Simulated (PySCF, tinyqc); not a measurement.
Worked calculation: CID on RHF in the sto-3g basis, for Be, spin multiplicity 1. The lowest restricted solution is unstable here: a spin-polarised one lies 0.0012 hartree lower (PySCF). One step of it, computed by the program tinyqc.

Task: CID: determinants and Hamiltonian. Slater-Condon rules over spin orbitals, with the nuclear repulsion added and E(HF) subtracted on the diagonal. Only determinants linked to the reference directly or through others are kept (one block of an abelian symmetry group), so some states are absent.

one-electron integrals over orbitals h = C^T H C (hartree):
```
           1          2          3          4          5
1  -7.857501   0.267574   0.000000   0.000000   0.000000
2   0.267574  -1.756350   0.000000   0.000000   0.000000
3   0.000000   0.000000  -1.634157   0.000000   0.000000
4   0.000000   0.000000   0.000000  -1.634157   0.000000
5   0.000000   0.000000   0.000000   0.000000  -1.634157
```

Two-electron integrals over orbitals (pq|rs), unique and non-zero (hartree):
```
(11|11) 2.275334    (21|11) -0.253330   (21|21) 0.044298    (22|11) 0.571236
(22|21) -0.014244   (22|22) 0.404138    (31|31) 0.015599    (32|31) 0.020563
(32|32) 0.086809    (33|11) 0.569229    (33|21) -0.008940   (33|22) 0.409597
(33|33) 0.449859    (41|41) 0.015599    (42|41) 0.020563    (42|42) 0.086809
(43|43) 0.024249    (44|11) 0.569229    (44|21) -0.008940   (44|22) 0.409597
(44|33) 0.401360    (44|44) 0.449859    (51|51) 0.015599    (52|51) 0.020563
(52|52) 0.086809    (53|53) 0.024249    (54|54) 0.024249    (55|11) 0.569229
(55|21) -0.008940   (55|22) 0.409597    (55|33) 0.401360    (55|44) 0.401360
(55|55) 0.449859
```

nuclear repulsion = 0 hartree

Hartree-Fock energy = -14.35188048 hartree

Give: determinants; H - E(HF) between determinants.

Result:

Occupation strings over the orbitals (2 doubly, a alpha, b beta, 0 empty; spin orbitals ordered 1a 1b 2a 2b ...): 22000 20200 ab200 20020 ab020 20002 ab002 ba200 02200 ba020 02020 ba002 02002

H - E(HF) between determinants (hartree):
```
         22000    20200    ab200    20020    ab020    20002    ab002    ba200
22000   0.0000   0.0868  -0.0206   0.0868  -0.0206   0.0868  -0.0206   0.0206
20200   0.0868   0.3395  -0.0242   0.0242   0.0000   0.0242   0.0000   0.0242
ab200  -0.0206  -0.0242   4.3461   0.0000   0.0242   0.0000   0.0242  -0.0443
20020   0.0868   0.0242   0.0000   0.3395  -0.0242   0.0242   0.0000   0.0000
ab020  -0.0206   0.0000   0.0242  -0.0242   4.3461   0.0000   0.0242   0.0000
20002   0.0868   0.0242   0.0000   0.0242   0.0000   0.3395  -0.0242   0.0000
ab002  -0.0206   0.0000   0.0242   0.0000   0.0242  -0.0242   4.3461   0.0000
ba200   0.0206   0.0242  -0.0443   0.0000   0.0000   0.0000   0.0000   4.3461
02200   0.0156   0.0443   0.2149   0.0000   0.0000   0.0000   0.0000  -0.2149
ba020   0.0206   0.0000   0.0000   0.0242  -0.0443   0.0000   0.0000   0.0242
02020   0.0156   0.0000   0.0000   0.0443   0.2149   0.0000   0.0000   0.0000
ba002   0.0206   0.0000   0.0000   0.0000   0.0000   0.0242  -0.0443   0.0242
02002   0.0156   0.0000   0.0000   0.0000   0.0000   0.0443   0.2149   0.0000

         02200    ba020    02020    ba002    02002
22000   0.0156   0.0206   0.0156   0.0206   0.0156
20200   0.0443   0.0000   0.0000   0.0000   0.0000
ab200   0.2149   0.0000   0.0000   0.0000   0.0000
20020   0.0000   0.0242   0.0443   0.0000   0.0000
ab020   0.0000  -0.0443   0.2149   0.0000   0.0000
20002   0.0000   0.0000   0.0000   0.0242   0.0443
ab002   0.0000   0.0000   0.0000  -0.0443   0.2149
ba200  -0.2149   0.0242   0.0000   0.0242   0.0000
02200   9.8896   0.0000   0.0242   0.0000   0.0242
ba020   0.0000   4.3461  -0.2149   0.0242   0.0000
02020   0.0242  -0.2149   9.8896   0.0000   0.0242
ba002   0.0000   0.0242   0.0000   4.3461  -0.2149
02002   0.0242   0.0000   0.0242  -0.2149   9.8896
```
